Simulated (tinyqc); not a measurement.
Energy conservation against the time step: molecular dynamics of a small cluster by velocity Verlet steps. Computed by tinyqc, a small Python program. Command: `OMP_NUM_THREADS=1 python tinyqc.py 3010030 3010031 out.jsonl verlet walk`. One thread of a shared host (Intel(R) Xeon(R) Processor @ 2.30GHz), about 0.05 s of CPU time with the checks.

E = sum_(i<j) phi(r_ij), phi(r) = eps [exp(-2 alpha (r - r0)) - 2 exp(-alpha (r - r0))]; the force on i is -sum_j phi'(r_ij) (R_i - R_j)/r_ij.

Inputs (values chosen for the exercise, for model atoms):
```
quantity,value,unit
length r0,2.36,angstrom
well depth eps,0.68,eV
stiffness alpha,1.54,1/angstrom
atomic mass M,58.7,u
time step dt,6,fs
steps,100,-
```

Potential: Morse.

starting positions (angstrom):
```
,x,y,z
atom 1,0.01,-0.03,-0.04
atom 2,2.39,0,0.02
atom 3,1.17,1.97,0.02
atom 4,1.21,0.71,1.92
atom 5,1.25,0.65,-1.9
```

starting velocities (angstrom/fs):
```
,x,y,z
atom 1,-0.00035,-0.00152,0.00058
atom 2,0.00148,0.0016,-0.00075
atom 3,0.00043,-0.00029,0.00103
atom 4,-0.00105,0.00152,-7e-05
atom 5,-0.00052,-0.00131,-0.00078
```

Constants: 1 eV/(angstrom u) = 9.648533212e-03 angstrom/fs^2; k_B = 8.617333262e-05 eV/K.

Method:
- Relax the cluster, diagonalise the Hessian (central differences): omega_max = sqrt(c lambda_max/M). Verlet steps are stable for omega_max dt < 2.
- Velocity Verlet: a = c F/M with c = 9.648533212e-3 angstrom/fs^2 per eV/(angstrom u); R(new) = R + v dt + a dt^2/2; v(new) = v + (a + a(new)) dt/2. Kinetic energy K = M v^2/(2c); temperature T = 2K/((3N - 3) k_B), rotation of the cluster included.
- Runs without thermostat over the same span of time, steps x dt; spread = largest minus smallest value. For contrast, the energy gained over the first 30 dt (dt of the inputs) by explicit Euler steps: R(new) = R + v dt, v(new) = v + a dt.

omega_max dt = 0.285747

Energy error (eV):
```
dt (fs),omega_max dt,"Verlet, spread of U + K","Euler, gain in U + K"
0.75,0.03572,7.2344e-06,1.0420e-02
1.50,0.07144,2.8937e-05,2.3120e-02
3.00,0.14287,1.1587e-04,5.7671e-02
6.00,0.28575,4.5980e-04,1.8811e-01
12.00,0.57149,1.7441e-03,1.1388e+00
18.00,0.85724,3.8625e-03,5.5206e+00
```

What follows from these numbers?

The Verlet error grows as dt^2.00 between the first rows, the second order of the method. Euler steps gain energy steadily: over that short span the gain in the first row is already 1400 times the Verlet spread of the whole run, and it grows as dt^1.15, tending to the first order of that method as dt shrinks. Caution: where the Euler gain approaches or exceeds the binding energy the cluster has blown apart.

Extremes, crossings and ranges named in words are read from the listed rows.
